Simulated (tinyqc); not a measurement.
Inside a calculation. Model: non-radiative capture by multiphonon emission, one effective mode. Computed by tinyqc, a small Python program that keeps every step. Command: `OMP_NUM_THREADS=1 python tinyqc.py 3027748 3027749 out.jsonl capture walk`. One thread of a shared host (Intel(R) Xeon(R) Processor @ 2.30GHz), about 0.01 s of CPU time with the checks. Intermediate numbers are printed to about 5 digits and carried at full precision; extremes and crossings named in words are read from the listed rows.

The initial state (free carrier plus empty centre) lies dE above the final state; both have the same frequency and are displaced by dQ.

Inputs (values chosen for the exercise, with mass, screening and phonons like those of InP):
```
quantity                     value                   unit
energy released dE           0.236                     eV
phonon energy hbar omega        18                    meV
Huang-Rhys factor S           4.06                      -
electron-phonon coupling W   0.014  eV/(u^(1/2) angstrom)
cell volume V                  896             angstrom^3
degeneracy g                     1                      -
broadening b                    14                    meV
carrier mass m              0.0792                    m_0
temperature T                  300                      K
defect density N_t           5e+16                  cm^-3
```

Centre: neutral.

Constants: hbar^2/u = 4.18015928e-03 eV angstrom^2; k_B = 8.617333262e-05 eV/K; hbar = 6.582119569e-16 eV s; k_B = 1.380649e-23 J/K; m_0 = 9.1093837015e-31 kg.

## Geometry of the two curves

dQ = sqrt(2 S (hbar^2/u)/hbar omega); relaxation energy lambda = S hbar omega; phonons needed P = dE/hbar omega; classical barrier E_b = (dE - lambda)^2/(4 lambda); occupation n = 1/(exp(hbar omega/k_B T) - 1).

dQ = 1.3732 u^(1/2) angstrom

lambda = 0.07308 eV

P = 13.111

classical barrier E_b = 0.090801 eV

occupation n = 0.99378

dE exceeds lambda: the inverted case usual for deep centres, in which the curves cross on the far side of the initial minimum.

## Phonon weights near resonance

Huang-Rhys weight for a net emission of p phonons: L_p = exp(-S (2n + 1)) ((n + 1)/n)^(p/2) I_p(2 S sqrt(n (n + 1))), I_p the modified Bessel function. M_p = sum_m w_m <m_i|Q|(m + p)_f>^2 with Q counted from the final minimum and Boltzmann weights w_m for m = 0..24; <m_i|Q|k_f> = sqrt((hbar^2/u)/(2 hbar omega)) [sqrt(k) <m|k-1> + sqrt(k+1) <m|k+1>], with overlaps of oscillators displaced by d = sqrt(2 S) summed on 1500 points from -16 to 16 + d. The delta function is a Gaussian of standard deviation b at dE - p hbar omega.

Weights:
```
p        L_p  M_p (u angstrom^2)  Gaussian (1/eV)
10  0.026271             0.14853       9.5593e-03
11  0.015983             0.10368       7.1612e-01
12  0.009131             0.06735       1.0271e+01
13  0.004911             0.04088       2.8207e+01
14  0.002494             0.02327       1.4831e+01
15  0.001199             0.01246       1.4930e+00
16  0.000547             0.00629       2.8776e-02
```

## Capture coefficient before scaling

C_0 = V (2 pi/hbar) g W^2 sum_p M_p Gaussian_p. The sum runs over the seven p from round(P) - 3 to round(P) + 3; 1 angstrom^3 = 1e-24 cm^3.

sum_p M_p Gaussian_p = 2.2844 u angstrom^2/eV

C_0 = 3.8295e-09 cm^3/s

## Scaled coefficient, cross-section and lifetime

For a neutral centre the Sommerfeld factor is 1. C = s C_0; v = sqrt(3 k_B T/m); sigma = C/v; tau = 1/(C N_t).

Sommerfeld factor s = 1

capture coefficient C = 3.8295e-09 cm^3/s

thermal velocity v = 4.1501e+07 cm/s

cross-section sigma = 9.2276e-17 cm^2

capture time = 5.2226e-09 s

## Quantum against classical capture

C_0 = V (2 pi/hbar) g W^2 sum_p M_p Gaussian_p. Here the sum runs over all p. Classical (Marcus) form: replace the sum by Q_c^2 exp(-E_b/k_B T)/sqrt(4 pi lambda k_B T), Q_c = dQ (dE + lambda)/(2 lambda). The last column is -k_B d ln C_0/d(1/T) from this row and the one above.

Against temperature:
```
T (K)  C_0, quantum (cm^3/s)  C_0, classical (cm^3/s)  Sommerfeld factor  activation energy (eV)
17                2.1333e-10               4.6484e-34                  1                       -
31                2.1475e-10               4.9391e-22                  1              2.1400e-05
52                2.3597e-10               3.4900e-16                  1              6.2352e-04
84                3.4130e-10               6.1829e-13                  1              4.3411e-03
130               6.7223e-10               4.2077e-11                  1              1.3866e-02
190               1.4639e-09               4.5005e-10                  1              2.7608e-02
290               3.5801e-09               2.4658e-09                  1              4.2463e-02
460               8.0486e-09               7.4981e-09                  1              5.4780e-02
```

At 17.0 K the quantum value is 4.6e23 times the classical one: C_0 comes from tunnelling out of the lowest level and hardly depends on T. At 460 K the ratio is 1.1. The largest apparent activation energy is 0.055 eV against the classical barrier of 0.091 eV, so an Arrhenius fit understates the barrier, through tunnelling and the broadening b at low T and the T^(-1/2) prefactor at high T.

Checks made by the program: Bessel formula against the sum over overlaps (relative difference 2e-07).
